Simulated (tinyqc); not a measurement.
Comparisons within one model: deformation-potential model of the Delta valleys of a conduction band. A value that a table varies takes the place of the one given here.

Valleys with axes along x, y and z, each a pair at +k and -k. Herring-Vogt shift of a valley with unit axis a: dE = Xd tr(e) + Xu a.e.a. Non-degenerate shares n_i = exp(-dE_i/kT)/sum_j exp(-dE_j/kT). Inverse mass tensor of a valley: (1 - a a)/mt + a a/ml; the masses are taken as independent of strain.

s11 = (C11 + C12)/((C11 - C12)(C11 + 2 C12)), s12 = -C12/((C11 - C12)(C11 + 2 C12)), s44 = 1/C44; exx = s11 sxx + s12 (syy + szz) and cyclic, exy = s44 sxy/2; tension is positive. A uniaxial stress X along the unit vector n is s_ij = X n_i n_j. Biaxial (001) means sxx = syy = X.

Constants: kB = 8.617333262e-05 eV/K.

Inputs chosen for the exercise (near those of Si; not measured data):
```
symbol  value          unit  meaning
ml      0.908          m0    longitudinal mass
mt      0.193          m0    transverse mass
Xd      1.2            eV    dilation potential
Xu      9.45           eV    uniaxial potential
C11     170.7          GPa
C12     63.9           GPa
C44     80.8           GPa
load    biaxial (001)        kind of stress
T       350            K     temperature
X1      0.4            GPa   size of the stress
X       0.28           GPa   stress
```

## Sweep of a biaxial (001) stress

m_c = 1/(u.M.u) along [110] with M = sum_i n_i (inverse mass tensor); gain against zero stress at a fixed scattering time.

Results:
```
X (GPa),spread (meV),lowest edge (meV),n x,n y,n z,m_c (m0),gain (%)
-1.00,88.5,-58.6,0.487,0.487,0.026,0.3131,-16.4
-0.50,44.2,-29.3,0.448,0.448,0.103,0.2983,-12.3
-0.20,17.7,-11.7,0.391,0.391,0.218,0.2789,-6.2
0.00,0.0,0.0,0.333,0.333,0.333,0.2617,0.0
0.20,17.7,-6.0,0.263,0.263,0.473,0.2435,7.5
0.50,44.2,-14.9,0.158,0.158,0.684,0.2204,18.7
1.00,88.5,-29.8,0.048,0.048,0.904,0.2006,30.5
```

Along [110] the gain is -16.4 % at -1.00 GPa and +30.5 % at 1.00 GPa. The slope at zero stress (from +/- 0.001 GPa), +34.8 % per GPa, carried to the ends would give -35 and +35 %; the response falls behind at both ends, as it saturates once the spread passes a few kT (kT = 30.2 meV, spread up to 88 meV).

## Gain for each load and current direction

Each load has the size X1. Gain m_c(0)/m_c - 1 in per cent from repopulation alone, m_c = 1/(u.M.u), M = sum_i n_i (inverse mass tensor); biaxial means sxx = syy.

Gain (%); + is tension, - compression:
```
load,[100],[010],[001],[110],[1-10],[111]
uniaxial [110] (+),7.5,7.5,-15.0,7.5,7.5,0.0
uniaxial [110] (-),-6.2,-6.2,12.4,-6.2,-6.2,0.0
uniaxial [100] (+),21.3,-10.6,-10.6,5.3,5.3,0.0
uniaxial [100] (-),-30.4,15.2,15.2,-7.6,-7.6,0.0
uniaxial [111] (+),0.0,0.0,0.0,0.0,0.0,0.0
uniaxial [111] (-),0.0,0.0,0.0,0.0,0.0,0.0
biaxial (001) (+),15.2,15.2,-30.4,15.2,15.2,0.0
biaxial (001) (-),-10.6,-10.6,21.3,-10.6,-10.6,0.0
```

The largest gain is +21.3 %, for uniaxial [100] (+) with the current along [100] and biaxial (001) (-) with the current along [001]; for a [110] channel it is +15.2 %, under biaxial (001) (+). No gain or loss appears under uniaxial [111]: the valleys stay equivalent (in real silicon shear also changes the masses, which this model leaves out).

## Temperature and repopulation

The load is fixed; m_c along [110] as 1/(u.M.u).

Results:
```
T (K),kT (meV),n x,n y,n z,m_c (m0)
50,4.31,0.003,0.003,0.994,0.1935
77,6.64,0.023,0.023,0.954,0.1965
150,12.93,0.114,0.114,0.773,0.2120
225,19.39,0.179,0.179,0.642,0.2247
300,25.85,0.217,0.217,0.566,0.2328
400,34.47,0.247,0.247,0.506,0.2396
500,43.09,0.265,0.265,0.471,0.2438
```

The largest share falls from 0.994 at 50 K to 0.471 at 500 K (equal shares: 0.333); m_c goes from 0.1935 to 0.2438, against 0.2617 without stress. Only spread/kT enters, so the small-stress response goes as 1/T.

## What each parameter does

Spread of the valley edges, lowest edge, largest share and m_c along [110]. Each row changes one parameter from the base and keeps the others.

Results:
```
case,spread (meV),lowest edge (meV),largest share,m_c (m0)
base,24.78,-8.36,0.5320,0.2366
ml = 1.09 m0,24.78,-8.36,0.5320,0.2390
mt = 0.154 m0,24.78,-8.36,0.5320,0.1911
Xd = 0.96 eV,24.78,-8.81,0.5320,0.2366
Xu = 7.56 eV,19.82,-6.23,0.4910,0.2414
C11 = 204.84 GPa,18.77,-5.19,0.4823,0.2424
C12 = 51.12 GPa,22.13,-5.83,0.5101,0.2391
C44 = 64.64 GPa,24.78,-8.36,0.5320,0.2366
X = 0.336 GPa,29.73,-10.03,0.5726,0.2320
T = 280 K,24.78,-8.36,0.5826,0.2309
```

The largest shifts from the base row, up to three for each result and ties (the steps differ in size, so this ranks the rows, not the parameters). spread (meV): C11 -6.00, X +4.96, Xu -4.96; unchanged at the printed digits by ml, mt, Xd, C44 and T. lowest edge (meV): C11 +3.16, C12 +2.53, Xu +2.12; unchanged at the printed digits by ml, mt, C44 and T. largest share: T +0.0506, C11 -0.0497, Xu -0.0410; unchanged at the printed digits by ml, mt, Xd and C44. m_c (m0): mt -0.0455, C11 +0.0058, T -0.0056; unchanged at the printed digits by Xd and C44. Xd moves all valleys together, so it shifts the edge and nothing else.

Run: tinyqc, `OMP_NUM_THREADS=1 python tinyqc.py 1051432 1051433 out.jsonl`; Intel(R) Xeon(R) Processor @ 2.30GHz, one thread, shared host; about 0.02 s of CPU time with all checks.
